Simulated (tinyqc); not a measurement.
Model-solid line-up of a strained alloy layer on a substrate: sweeps and comparisons. A value that a table varies takes the place of the one given here.

All values of the alloy are linear in x but the gap, Eg(x) = (1 - x) Eg_A + x Eg_B - C x (1 - x), and the valence edge, Ev(x) = (1 - x) Ev_A + x Ev_B + fv C x (1 - x); Ec = Ev + Eg. Ev is the top of the unstrained valence band on a scale common to all materials. In the layer only the Gamma valley of the conduction band is followed, also where an X or L valley would lie lower.

Coherent growth on a (001) face: e_par = (a_s - a)/a, e_perp = -2 (C12/C11) e_par; exx = eyy = e_par, ezz = e_perp, no shear.

Strained edges: Ec + ac tr(e); the valence edges are Ev plus the levels of the 6 x 6 matrix of X, Y, Z times spin with -Dso/3 + l exx + m (eyy + ezz) on the diagonal (cyclic), n exy off it, l = av + 2 b, m = av - b, n = sqrt(3) d. Spin-orbit term (Dso/3) L.sigma on X, Y, Z with (L_k)_ij = -i epsilon_kij: <X+|H|Y+> = -i Dso/3, <X+|H|Z-> = Dso/3, <Y+|H|Z-> = -i Dso/3, <Z+|H|X-> = -Dso/3, <Z+|H|Y-> = i Dso/3, <X-|H|Y-> = i Dso/3, and their conjugates; + and - are the spin along z.

dEc = Ec(substrate) - Ec(layer), dEv = Ev(layer) - Ev(substrate); positive values confine the carrier in the layer. Type I: both of one sign; type II: opposite signs; type III: the gaps do not overlap.

Coherent growth: e_par = (a_s - a)/a. (001): e_perp = -2 (C12/C11) e_par; exx = eyy = e_par, ezz = e_perp, no shear. (111): e_perp = -(2 C11 + 4 C12 - 4 C44)/(C11 + 2 C12 + 4 C44) e_par; exx = eyy = ezz = (2 e_par + e_perp)/3 and exy = eyz = ezx = (e_perp - e_par)/3. (110): e_perp = -(C11 + 3 C12 - 2 C44)/(C11 + C12 + 2 C44) e_par; exx = eyy = (e_par + e_perp)/2, ezz = e_par, exy = (e_perp - e_par)/2, eyz = ezx = 0.

Parameters, chosen for this exercise (A near GaAs, B near GaSb, substrate near InP; the results hold for these values, not for the real material): a = (5.646, 6.104) angstrom (lattice constant of A, B); Eg = (1.522, 0.802) eV (gap at Gamma to the s-like level of A, B); Dso = (0.34, 0.755) eV (spin-orbit splitting of A, B); Ev = (-0.8, -0.03) eV (top of the unstrained valence band of A, B); ac = (-7.17, -7.39) eV (conduction deformation potential of A, B); av = (1.15, 0.79) eV (valence hydrostatic potential of A, B); b = (-1.97, -2.02) eV (tetragonal shear potential of A, B); d = (-4.78, -4.71) eV (trigonal shear potential of A, B); C11 = (122.4, 87.6) GPa (of A, B); C12 = (56.7, 40.9) GPa (of A, B); C44 = (59.7, 42.6) GPa (of A, B); C = 1.624 eV (bowing of the gap); fv = 0.7 (share of the bowing taken by the valence edge); a_s = 5.873 angstrom (substrate); Eg_s = 1.422 eV (lowest gap of the substrate); Ev_s = -0.93 eV (substrate valence edge); face = 001 (growth face); x = 0.15 (fraction of B).

## Composition against offsets

Each composition is strained to the same substrate.

Results:

| x | e_par (%) | relaxed gap (eV) | strained gap (eV) | valence splitting (meV) | dEc (eV) | dEv (eV) | type |
|---|---|---|---|---|---|---|---|
| 0.13 | 2.94 | 1.245 | 0.826 | 269 | 0.045 | 0.551 | I |
| 0.24 | 2.03 | 1.053 | 0.772 | 178 | 0.004 | 0.645 | I |
| 0.35 | 1.15 | 0.901 | 0.747 | 95 | -0.047 | 0.722 | II |
| 0.46 | 0.28 | 0.787 | 0.752 | 22 | -0.110 | 0.781 | II |
| 0.56 | -0.50 | 0.719 | 0.743 | 37 | -0.177 | 0.855 | II |
| 0.67 | -1.34 | 0.681 | 0.747 | 94 | -0.261 | 0.936 | II |
| 0.78 | -2.17 | 0.682 | 0.788 | 145 | -0.356 | 0.990 | II |
| 0.89 | -2.98 | 0.722 | 0.867 | 190 | -0.461 | 1.016 | II |

The alloy matches the substrate at x = 0.496, where the top valence edge changes its character and the splitting passes through zero. The strained gap runs from 0.826 to 0.867 eV, against 1.245 to 0.722 eV for the relaxed alloy: strain cancels the change that the composition makes. It is not monotonic; its extremes in the table are 0.743 and 0.867 eV. Strains above 2 % can be kept only in layers of a few nanometres. The type changes: I to II between x = 0.24 and 0.35. Offsets below about 50 meV are within the spread of parameter sets, so those rows do not settle the type.

## The same layer on three faces

Composition and substrate are kept.

Results:

| face | e_perp (%) | tr(e) (%) | shift of Ec (meV) | shift of Ev (meV) | valence splitting (meV) | gap (eV) |
|---|---|---|---|---|---|---|
| (001) | -2.569 | 2.971 | -214.0 | 178.8 | 251.8 | 0.8141 |
| (111) | -1.360 | 4.180 | -301.1 | 205.6 | 273.5 | 0.7003 |
| (110) | -1.608 | 3.932 | -283.2 | 200.3 | 267.9 | 0.7234 |

The layer yields most along the normal on (001) and least on (111), so the volume change, and with it the shift of Ec, is largest on (111). The valence splitting, set by b on (001), by d on (111) and by both on (110), is largest on (111). The gaps span 114 meV, from (111) to (001).

## What each parameter does

Strained gap, valence splitting and offsets. Each row changes one parameter from the base and keeps the others.

Results:

| case | gap (eV) | splitting (meV) | dEc (eV) | dEv (eV) |
|---|---|---|---|---|
| base | 0.8141 | 251.8 | 0.0387 | 0.5692 |
| x = 0.17 | 0.8031 | 234.9 | 0.0317 | 0.5873 |
| a_s = 5.853 angstrom | 0.8670 | 216.8 | 0.0116 | 0.5434 |
| C = 1.724 eV | 0.8014 | 251.8 | 0.0425 | 0.5781 |
| fv = 0.9 | 0.8141 | 251.8 | -0.0028 | 0.6106 |
| Ev_s = -0.88 eV | 0.8141 | 251.8 | 0.0887 | 0.5192 |
| av = (1.322, 0.908) eV | 0.8093 | 251.8 | 0.0387 | 0.5741 |
| C12 = (65.205, 47.035) GPa | 0.8335 | 272.1 | 0.0109 | 0.5776 |
| d = (-5.497, -5.416) eV | 0.8141 | 251.8 | 0.0387 | 0.5692 |

The largest shifts from the base row, up to three for each result and ties (the steps differ in size, so this ranks the rows, not the parameters). gap (eV): a_s +0.0528, C12 +0.0193, C -0.0128; unchanged at the printed digits by fv, Ev_s and d. splitting (meV): a_s -35.0, C12 +20.3, x -16.9; unchanged at the printed digits by C, fv, Ev_s, av and d. dEc (eV): Ev_s +0.0500, fv -0.0414, C12 -0.0278; unchanged at the printed digits by av and d. dEv (eV): Ev_s -0.0500, fv +0.0414, a_s -0.0258; unchanged at the printed digits by d.

Computed by tinyqc, a small Python program: `OMP_NUM_THREADS=1 python tinyqc.py 1080647 1080648 out.jsonl` (the numbers bound the seed that draws the inputs); one thread of a shared host (Intel(R) Xeon(R) Processor @ 2.30GHz), about 0.02 s for the whole set of steps.
